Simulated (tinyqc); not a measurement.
Inside a calculation. Model: sputter depth profiling of a dopant layer: erosion rate, quantification and the mixing-roughness response. Computed by tinyqc, a small Python program that keeps every step. Command: `OMP_NUM_THREADS=1 python tinyqc.py 3015222 3015223 out.jsonl sims walk`. One thread of a shared host (Intel(R) Xeon(R) Processor @ 2.30GHz), about 0.03 s of CPU time with the checks. Intermediate numbers are printed to about 6 digits and carried at full precision; extremes and crossings named in words are read from the listed rows.

A rastered ion beam erodes silicon (49.94 atoms per nm^3). The measured profile is the true one convolved with a depth response.

Inputs (values chosen for the exercise, modelled on a dopant in silicon under an oxygen or caesium beam):
```
quantity,value,unit
beam energy E,2.1,keV
beam current,21,nA
raster side,300,um
sputter yield at 1 keV,0.99,-
mixing length at 1 keV,1.8,nm
roughness sigma,0.64,nm
depth of the top edge z0,44,nm
box width b,14,nm
box concentration C,1.3e+20,1/cm^3
relative sensitivity factor RSF,9.3e+20,1/cm^3
matrix count rate,1.7e+06,1/s
background count rate,3.3,1/s
counting time per point,2,s
level that defines the junction C_B,6e+17,1/cm^3
```

True profile: box.

Constants: e = 1.602176634e-19 C.

## Erosion and sensitivity

Scaling chosen for the exercise: yield Y = Y1 E^0.5, mixing length w = w1 E^0.5 (E in keV). Erosion rate = Y I/(e x raster^2 x density); depth step = rate x counting time; concentration = RSF x counts/matrix counts; detection limit = RSF x 3 sqrt(background x time)/(matrix rate x time).

yield Y = 1.43465

mixing length w = 2.60845 nm

erosion rate = 0.0418372 nm/s

depth step = 0.0836744 nm

detection limit = 2.10813e+15 1/cm^3

## Measured shape

Mixing alone turns a layer at z0 into (1/w) exp(-(z - z0 + w)/w) for z > z0 - w; roughness adds a Gaussian of width sigma. With x = z - z0 + w: g(x) = (1/(2w)) exp(sigma^2/(2 w^2) - x/w) erfc((sigma/w - x/sigma)/sqrt2), and its integral G(x) = (1/2) erfc(-x/(sigma sqrt2)) - w g(x). Measured: C [G(x) - G(x - b)]. Find the maximum, the full width at half maximum and the deep point where the profile falls to C_B; far down, the trailing edge decays by w ln(10) per decade.

depth of the maximum = 53.8849 nm

peak concentration = 1.28793e+20 1/cm^3

full width at half maximum = 14.0363 nm

apparent junction depth = 69.4870 nm

trailing slope = 6.00617 nm/decade

The true deep edge lies at 58 nm, so the junction appears 11.5 nm too deep. The peak reaches 99.1 % of the true concentration.

## Moments

Convolution adds means and variances: the response has mean 0 (shift -w plus exponential mean w) and variance w^2 + sigma^2; a box adds the mean b/2 and the variance b^2/12.

centroid = 51 nm

standard deviation = 4.85252 nm

maximum minus centroid = 2.88487 nm

The centroid stays at the true position while the maximum lies deeper, so depth is read from the centroid.

## Points of the profile

Counts = concentration x matrix rate x time/RSF + background x time; relative noise 1/sqrt(counts). Depths are z0 - w + k (w + sigma), k = -0.5, 0, 0.5, 1, 2, 3, 5, 8, 12.

Profile:
```
k,z (nm),measured (1/cm^3),counts,relative noise
-0.5,39.7673,5.29482e+16,2.00174e+02,0.070680
0.0,41.3916,1.09970e+19,4.02107e+04,0.004987
0.5,43.0158,5.81843e+19,2.12723e+05,0.002168
1.0,44.6400,9.14376e+19,3.34295e+05,0.001730
2.0,47.8884,1.18900e+20,4.34696e+05,0.001517
3.0,51.1369,1.26805e+20,4.63595e+05,0.001469
5.0,57.6338,5.64477e+19,2.06375e+05,0.002201
8.0,67.3791,1.34619e+18,4.92816e+03,0.014245
12.0,80.3729,9.24061e+15,4.03829e+01,0.157363
```

## Beam energy: resolution against speed

Width = full width at half maximum; the apparent junction is the deep point where the profile falls to C_B; time to profile to twice z0 = 2 z0/erosion rate, at fixed current.

Measured values:
```
E (keV),w (nm),peak (1/cm^3),width (nm),apparent junction (nm),time (min)
0.15,0.69714,1.29994e+20,14.0001,61.3461,131.169
0.25,0.90000,1.29995e+20,14.0001,62.1681,101.603
0.50,1.27279,1.29983e+20,14.0004,63.7336,71.844
1.00,1.80000,1.29815e+20,14.0045,65.9941,50.802
2.00,2.54558,1.28915e+20,14.0322,69.2155,35.922
4.00,3.60000,1.25971e+20,14.1488,73.7445,25.401
8.00,5.09117,1.19440e+20,14.4926,79.9948,17.961
```

From the highest to the lowest energy the width goes from 14.5 to 14.0 nm, towards the floor set by roughness and the box width 14 nm, and the junction error from 22.0 to 3.35 nm, at 7.3 times the time. Extrapolating the tail slope to zero energy separates mixing from real diffusion. Caution: the surface transient, segregation under the beam and the growth of roughness with depth are left out, and real yields fall faster near the sputter threshold.

Checks made by the program: dose under the measured profile (relative difference below 1e-10).
